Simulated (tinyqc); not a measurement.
# Contact transmission and back-scattering length from two lengths

Inverse problem. A channel with M modes has R = RQ (2/tc - 1 + L/lam), RQ = (h/2q^2)/M. Find lam and tc.

Constants: q = 1.602176634e-19 C, h = 6.62607015e-34 J s. Results are converted to the units shown.

R at L = 1.9 and 15 nm (ohm um): 729.79990  1335.8684
M = 73.412703 1/um

Answer. The slope is RQ/lam and the intercept RQ (2/tc - 1).

lam = 3.800 nm
tc = 0.4300

Program tinyqc, `OMP_NUM_THREADS=1 python tinyqc.py 2760076 2760077 out.jsonl`; Intel Xeon 2.30GHz, shared host, one thread, about 0.01 s.
